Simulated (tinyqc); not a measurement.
Changing the trap density N_t: space-charge-limited current through a thin insulating or semi-insulating film with traps. Computed by tinyqc, a small Python program. Command: `OMP_NUM_THREADS=1 python tinyqc.py 3012015 3012016 out.jsonl sclc sweep`. One thread of a shared host (Intel(R) Xeon(R) Processor @ 2.30GHz), about 0.02 s of CPU time with the checks.

One ohmic injecting contact at x = 0 (field zero), drift only, non-degenerate free carriers.

Inputs (values chosen for the exercise, modelled on amorphous silicon):
```
quantity,value,unit
permittivity eps,11.8,-
band mobility mu,5.2,cm^2/(V s)
effective density of states N_c,1.8e+20,1/cm^3
"equilibrium Fermi level below the band edge, E_0",0.89,eV
thickness d,260,nm
"free density at the anode, in units of N_c",1.3e-07,-
temperature T,300,K
characteristic temperature T_c,1200,K
```

Traps: exponential tail.

Constants: k_B = 8.617333262e-05 eV/K; e = 1.602176634e-19 C; eps_0 = 8.8541878128e-12 F/m.

Method:
- Free density n_0 = N_c exp(-E_0/k_B T) in equilibrium; trapped density n_t(n) = N_t (n/N_c)^(T/T_c) (the low-temperature form).
- theta = n/(n + n_t) at the anode density; trap-filled-limit voltage V_TFL = e (N_t - n_t(n_0)) d^2/(2 eps eps_0).
- J = e mu n F and (eps eps_0/e) dF/dx = n - n_0 + n_t(n) - n_t(n_0) = rho(n). With F = J/(e mu n): d = (eps eps_0 J/(e^2 mu)) I_1 and V = (eps eps_0 J^2/(e^3 mu^2)) I_2, I_k = int_(n_L)^infinity dn/(n^(k+1) rho(n)), n_L the density at the anode; with u = n_L/n, 200 Gauss-Legendre points in t, u = 1 - (1 - t)^2.
- Anode field J/(e mu n_L); Mott-Gurney current (9/8) eps eps_0 mu V^2/d^3; ohmic current e n_0 mu V/d.

One run for each value:
```
trap density N_t (1/cm^3),voltage V (V),current density J (A/cm^2),theta,V_TFL (V)
7.40e+15,1.4225e-02,1.7964e-02,1.4276e-01,3.8349e-01
5.50e+16,7.9667e-02,1.0573e-01,2.1915e-02,2.8502e+00
1.50e+17,2.0888e-01,2.7982e-01,8.1486e-03,7.7733e+00
4.10e+17,5.6187e-01,7.5580e-01,2.9967e-03,2.1247e+01
1.10e+18,1.4982e+00,2.0187e+00,1.1191e-03,5.7005e+01
3.00e+18,4.0763e+00,5.4959e+00,4.1061e-04,1.5547e+02
8.20e+18,1.1132e+01,1.5013e+01,1.5026e-04,4.2494e+02
2.20e+19,2.9856e+01,4.0268e+01,5.6012e-05,1.1401e+03
```

Give the missing row, trap density N_t (1/cm^3) = 2.00e+16.

Computed row:
```
trap density N_t (1/cm^3)  voltage V (V)  current density J (A/cm^2)       theta   V_TFL (V)
2.00e+16                      3.1766e-02                  4.1369e-02  5.8041e-02  1.0364e+00
```

Interpolating between the two neighbouring rows (the first column on a logarithmic scale, the others too where they are positive) misses most in voltage V (V), by 5.2 %. Over the rows, voltage V (V) rises from 0.0142 to 29.9 (exponent d ln y / d ln x 0.81 between the first rows and 1.00 between the last); current density J (A/cm^2) rises from 0.0180 to 40.3 (exponent d ln y / d ln x 0.84 between the first rows and 1.00 between the last); theta falls from 0.143 to 5.60e-5 (exponent d ln y / d ln x -0.91 between the first rows and -1.00 between the last). The exponent of V_TFL stays at 1: the charge of the filled traps.

Caution (rows 7.40e15, 2.00e16, 5.50e16, 1.50e17): V is below 10 k_B T/e, where diffusion from the contact, left out here, dominates.
